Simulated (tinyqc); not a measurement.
Hueckel theory of the pi electrons, for the molecule c1ccc2cccc-2cc1 (SMILES; centres numbered as the heavy atoms are written), step by step. One step of it, computed by the program tinyqc.

Problem. Energy, charges, bond orders. E = sum n x; q_r = z_r - P_rr; bond order p = P_rs; free valence = sqrt(3) - sum of p over the bonds of the atom.

x values: 2.310277  1.651572  1.355674  0.886975  0.477260  -0.400392  -0.737640  -1.579218  -1.869214  -2.095294

occupations: 2.000000  2.000000  2.000000  2.000000  2.000000  0.000000  0.000000  0.000000  0.000000  0.000000

charge and bond-order matrix P, lower triangle:
```
            1C         2C         3C         4C         5C         6C         7C        8C
1C    0.870001
2C    0.638899   0.986447
3C    0.142691   0.664039   0.854946
4C   -0.217049   0.011190   0.585798   1.027428
5C    0.017140  -0.226883   0.011190   0.595632   1.172879
6C    0.176598   0.017140  -0.217049  -0.074358   0.656039   1.046600
7C    0.017140   0.186432  -0.068408  -0.231000  -0.200638   0.656039   1.172879
8C   -0.217049  -0.068408   0.172482   0.400945  -0.231000  -0.074358   0.595632  1.027428
9C    0.142691  -0.242189  -0.184853   0.172482  -0.068408  -0.217049   0.011190  0.585798
10C   0.638899   0.026246  -0.242189  -0.068408   0.186432   0.017140  -0.226883  0.011190

           9C       10C
9C   0.854946
10C  0.664039  0.986447
```

Centres:
```
centre  z_r, pi electrons of the neutral centre         h
1C                                            1  0.000000
2C                                            1  0.000000
3C                                            1  0.000000
4C                                            1  0.000000
5C                                            1  0.000000
6C                                            1  0.000000
7C                                            1  0.000000
8C                                            1  0.000000
9C                                            1  0.000000
10C                                           1  0.000000
```

Bonds:
```
i    j  k
1    2  1
2    3  1
3    4  1
4    5  1
5    6  1
6    7  1
7    8  1
8    9  1
9   10  1
10   1  1
8    4  1
```

Give: pi energy = 10 alpha + this times beta; pi charges; Bond orders and lengths from R = 1.517 - 0.180 p; free valence of the carbons; gap between the highest filled and the next level.

Solution.

pi energy = 10 alpha + this times beta = 13.3635

pi charges: 1C 0.1300, 2C 0.0136, 3C 0.1451, 4C -0.0274, 5C -0.1729, 6C -0.0466, 7C -0.1729, 8C -0.0274, 9C 0.1451, 10C 0.0136

Bond orders and lengths from R = 1.517 - 0.180 p (angstrom, C-C alone):
```
bond       p       R
1-2   0.6389  1.4020
2-3   0.6640  1.3975
3-4   0.5858  1.4116
4-5   0.5956  1.4098
5-6   0.6560  1.3989
6-7   0.6560  1.3989
7-8   0.5956  1.4098
8-9   0.5858  1.4116
9-10  0.6640  1.3975
10-1  0.6389  1.4020
8-4   0.4009  1.4448
```

free valence of the carbons: 1C 0.4543, 2C 0.4291, 3C 0.4822, 4C 0.1497, 5C 0.4804, 6C 0.4200, 7C 0.4804, 8C 0.1497, 9C 0.4822, 10C 0.4291

gap between the highest filled and the next level = 0.8777 |beta|
